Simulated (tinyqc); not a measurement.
What each parameter does: inversion layer as a triangular well, valleys of the Si type.

Six ellipsoidal valleys with their long axes along the cube axes, mass ml along the axis and mt across it. For a valley whose axis makes the angle theta with the surface normal, 1/m_z = cos^2(theta)/ml + sin^2(theta)/mt sets the confinement; in the plane the masses are m_1 = mt and m_2 = ml mt/m_z, and m_d = sqrt(m_1 m_2).

The field is taken as constant, e F = 4 pi (e^2/4 pi eps0)(Nd + eta Ns)/eps, with 1e12/cm^2 = 1e-4/angstrom^2, and the oxide as a hard wall at z = 0; c = hbar^2/2m0.

Level j of a valley lies at E_j = a_j (c (e F)^2/m_z)^(1/3) above the band edge at the surface, with the Airy zeros a_j = 2.338107, 4.087949, 5.520560, 6.786708, 7.944134, 9.022651, 10.040174, 11.008524, 11.936016, 12.828777, and has <z> = 2 E_j/(3 e F).

Subband i holds n_i = g m_d/(2 pi c) kB T ln(1 + exp((EF - E_i)/kB T)) (spin included), and EF is fixed by sum n_i = Ns over the levels listed or, where none are listed, over j = 0 to 9 of each group; 1e12/cm^2 = 1e-4/angstrom^2.

Constants: hbar^2/2m0 = 3.80998211 eV angstrom^2; e^2/(4 pi eps0) = 14.39964547 eV angstrom; kB = 8.617333262e-05 eV/K.

Parameters, chosen for this exercise (near those of Si; shifted at random, so the results belong to these values and not to a real crystal):
- ml = 0.926 m0 (longitudinal mass)
- mt = 0.192 m0 (transverse mass)
- eps = 11.9 (dielectric constant)
- Nd = 0.19 x 1e12/cm^2 (depletion charge)
- eta = 0.5 (share of Ns in the effective field)
- face = 111 (surface)
- Ns = 1.4 x 1e12/cm^2 (electron sheet density)
- T = 300 K (temperature)

Field, ladders and EF anew.

Results for these values:
```
case  lowest E (eV)  EF (eV)  share of lowest (%)  <z> (angstrom)
base         0.0699  -0.0063                 85.5           38.96
```

What happens to each result for ml = 1.019 m0, all else kept?

Answer: lowest E falls from 0.0699 to 0.0697; EF falls from -0.0063 to -0.0077; share of lowest does not change at the printed digits; <z> falls from 38.96 to 38.88.

The same for each parameter in turn:
```
case                    lowest E (eV)  EF (eV)  share of lowest (%)  <z> (angstrom)
base                           0.0699  -0.0063                 85.5           38.96
Ns = 0.7 x 1e12/cm^2           0.0501  -0.0481                 74.0           51.79
Nd = 0.095 x 1e12/cm^2         0.0648  -0.0121                 83.2           41.38
T = 260 K                      0.0699   0.0082                 89.5           37.58
ml = 1.019 m0                  0.0697  -0.0077                 85.5           38.88
mt = 0.173 m0                  0.0722  -0.0023                 86.5           39.87
eps = 10.7                     0.0751  -0.0005                 87.6           36.89
```

Run: tinyqc, `OMP_NUM_THREADS=1 python tinyqc.py 1250834 1250835 out.jsonl`; Intel(R) Xeon(R) Processor @ 2.30GHz, one thread, shared host; about 0.01 s of CPU time with all checks.
